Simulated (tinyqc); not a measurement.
Worked calculation: BHZ model on a square lattice (one spin block). Values are carried at full precision from step to step, so a last printed digit may differ when a step is redone from the rounded ones.

h(k) = e0 + d.s with s the Pauli matrices in the basis (E, H), k in units of 1/a: dx = (A/a) sin kx, dy = (A/a) sin ky, dz = M - (2B/a^2)(2 - cos kx - cos ky), e0 = -(2D/a^2)(2 - cos kx - cos ky). The other spin block is h*(-k). For small k this is the continuum model with dz = M - B k^2.

Values chosen for the exercise (of the size used for HgTe wells; not measured data): A = 3.85 eV angstrom; B = -66.3 eV angstrom^2; D = -56.4 eV angstrom^2; M = -0.0148 eV (mass term); a = 25 angstrom (grid spacing); k = (-0.01, 0.2) 1/a (wave vector); nk = 24 (points along kx).

## One k point

Form e0, d and E = e0 -/+ |d|.

e0 = 3.607 meV

dx, dy, dz (meV): -1.540  30.595  -10.560

levels (meV): -28.796  36.010

## Signs of dz at the four invariant points

dz = M, M - 4B/a^2 (twice), M - 8B/a^2 at (0,0), (pi,0), (0,pi), (pi,pi). The product of the signs is (-1)^nu. C = (s00 - s0p - sp0 + spp)/2 is the Chern number of the lower band of this block, in the sense Omega = curl of i<u|grad u>.

dz (meV): (0,0) -14.80, (pi,0) 409.52, (0,pi) 409.52, (pi,pi) 833.84

nu (Z2 index) = 1
C = -1

M/B > 0: the bands are inverted at Gamma alone, a quantum spin Hall insulator.

## Wilson loop

For each ky: x = -(1/2 pi) arg of the product of <u_j|u_(j+1)> over nk points kx = 2 pi j/nk of the lower band, folded into (-1/2, 1/2]. x is the centre of the hybrid Wannier function; minus its winding over ky from -pi to pi (followed on 61 points) is C.

Centres:

| ky | x (a) |
|---|---|
| -3.142 | 0.0000 |
| -1.500 | 0.0214 |
| -0.700 | 0.0814 |
| -0.350 | 0.1616 |
| -0.150 | 0.2688 |
| 0.000 | 0.5000 |
| 0.150 | -0.2688 |
| 0.350 | -0.1616 |
| 0.700 | -0.0814 |
| 1.500 | -0.0214 |
| 3.142 | 0.0000 |

C from the winding = -1

The centre winds once across the cell, 68 % of the way within |ky| < 0.35; the other spin winds oppositely, so the pair switches partners.

## Edge state of the continuum model

At a hard wall the state is exp(-l1 y) - exp(-l2 y). At kx = 0: E = -D M/B, slope hbar v = A sqrt(1 - D^2/B^2), l = F -/+ sqrt(F^2 - M/B) with F = |A|/(2 sqrt(B^2 - D^2)); complex l means an oscillating tail. Penetration 1/Re(l1).

E at kx = 0 = 12.590 meV
hbar v = 2.0239 eV angstrom

l1, l2 (1/angstrom): 0.00206  0.10840

penetration = 485.6 angstrom

## Checks

- Chern number from the winding against the sign formula: both -1.0.

Program tinyqc; command `OMP_NUM_THREADS=1 python tinyqc.py 1481951 1481952 out.jsonl`; about 0.08 s on one thread of a shared Intel(R) Xeon(R) Processor @ 2.30GHz.
